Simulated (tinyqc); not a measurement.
Power iteration on a symmetric matrix, step by step. Computed by tinyqc, a small Python program that keeps every step. Settings: method = power, shift = 0.19. Command: `OMP_NUM_THREADS=1 python tinyqc.py 24795 24796 out.jsonl` (the two numbers bound the seeds that draw the settings). One thread of a shared host (Intel(R) Xeon(R) Processor @ 2.60GHz), about 0.01 s of CPU time with the checks.

A, lower triangle:
```
         1       2       3       4
1   0.8040
2  -0.2750  1.7780
3  -0.0510  0.1020  2.6550
4   0.8820  0.1890  0.3950  3.1220
```

Stop when the residual |A v - lambda v| is below 1e-9.

Steps:
```
step    lambda  residual
1     3.463400  3.91e-01
2     3.535029  2.18e-01
3     3.557639  1.31e-01
4     3.565842  8.21e-02
5     3.569132  5.37e-02
6     3.570558  3.61e-02
7     3.571208  2.47e-02
8     3.571511  1.70e-02
9     3.571656  1.17e-02
10    3.571724  8.13e-03
11    3.571758  5.64e-03
12    3.571773  3.91e-03
13    3.571781  2.71e-03
14    3.571785  1.88e-03
15    3.571787  1.31e-03
16    3.571787  9.06e-04
17    3.571788  6.29e-04
18    3.571788  4.36e-04
19    3.571788  3.03e-04
20    3.571788  2.10e-04
21    3.571788  1.46e-04
22    3.571788  1.01e-04
23    3.571788  7.02e-05
24    3.571788  4.87e-05
25    3.571788  3.38e-05
26    3.571788  2.35e-05
27    3.571788  1.63e-05
28    3.571788  1.13e-05
29    3.571788  7.84e-06
30    3.571788  5.44e-06
```

Can the last value be used, and what does the course show?

Not by the stop rule, although the second column moves by less than 1e-07 over the last three steps. Not converged in 30 steps: the residual falls only by the ratio of the two largest distances of eigenvalues from the shift, 0.69 a step. all eigenvalues, for comparison: 0.4198  1.8306  2.5368  3.5718.
